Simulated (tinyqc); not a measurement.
# Modulation-doped quantum well, Poisson-Schroedinger loop with local exchange and correlation: effect of the temperature

A well of width L centred at z = 0 between barriers Vb; effective-mass electrons, parabolic bands. The electrons come from donor sheets outside the mesh, a share fL of Ns on the left and the rest on the right, so the structure is neutral. Energies are counted from the band edge of the well, with U = 0 on the first node in the Hartree part.

Schroedinger equation -C d/dz (1/m) dpsi/dz + (V0 + U) psi = E psi, C = hbar^2/(2 m0), on a fine mesh (400 intervals across the well) with hard walls 6.6 nm outside the well edges (to within half a fine step); the lowest 2 levels are kept. V0 = 0 in the well and Vb outside, plus q Fz z (1 kV/cm = 1e-4 eV/nm). N_k = D Vt ln(1 + exp((EF - E_k)/Vt)), D = md m0 q/(pi hbar^2), sum N_k = Ns; n = sum N_k |psi_k|^2. dU/dz = q (fL Ns - integral of n from the left)/(eps0 eps_r). Added to it: V_xc = -(2 Ry/(pi al rs)) [1 + 0.7734 (rs/21) ln(1 + 21/rs)] (Hedin-Lundqvist), al = (4/(9 pi))^(1/3), rs = (3/(4 pi n))^(1/3)/aB, aB = 4 pi eps0 eps_r hbar^2/(md m0 q^2), Ry = q/(8 pi eps0 eps_r aB) in eV. The loop is converged to 1e-9 eV; shares under 0.001 % are printed as 0.

Values chosen for this exercise; material values those of a made-up well:
```
symbol   value   unit                               meaning
mw      0.0399     m0              mass along z in the well
mb      0.0842     m0          mass along z in the barriers
md       0.047     m0                         in-plane mass
Vb       0.274     eV                        barrier height
eps_r     15.4           relative permittivity (all layers)
L          8.4     nm                            well width
Ns      3.3e11  cm^-2            sheet density of electrons
fL         0.7         share of the donors on the left side
Fz         -41  kV/cm                 applied field along z
```

Constants: q = 1.602176634e-19 C, kB = 1.380649e-23 J/K, hbar = 1.054571817e-34 J s, m0 = 9.1093837015e-31 kg, Vt = kB T/q, eps0 = 8.8541878128e-14 F/cm where lengths are in cm, hbar^2/(2 m0) = 0.0380998212 eV nm^2. Results are converted to the units shown.

Effect of the temperature:

| T (K) | E2 - E1 (meV) | EF - E1 (meV) | share of E2 (%) | centroid (nm) | charge in the barriers (%) | range of U in the well (meV) |
|---|---|---|---|---|---|---|
| 4 | 155 | 16.8 | 0 | 0.244 | 7.04 | 6.86 |
| 20 | 155 | 16.8 | 0 | 0.244 | 7.04 | 6.86 |
| 50 | 155 | 16.7 | 0 | 0.244 | 7.04 | 6.86 |
| 100 | 155 | 15.5 | 0 | 0.244 | 7.04 | 6.86 |
| 150 | 155 | 12.7 | 0.00128 | 0.244 | 7.04 | 6.86 |
| 200 | 155 | 8.64 | 0.0212 | 0.244 | 7.04 | 6.86 |
| 300 | 155 | -2.40 | 0.350 | 0.244 | 7.12 | 6.86 |
| 400 | 155 | -16.6 | 1.41 | 0.243 | 7.37 | 6.86 |

As T goes from 4 to 400, E2 - E1 stays near 155 meV, EF - E1 falls from 16.8 to -16.6 meV and the share of E2 rises from 0 to 1.41 %. EF stays below E2 throughout. In every row E2 or EF lies over 150 meV above E1, where non-parabolicity matters for so light a mass.

tinyqc, about 0.1 s, one thread, Intel Xeon 2.30GHz (shared host): `OMP_NUM_THREADS=1 python tinyqc.py 2140020 2140021 out.jsonl`
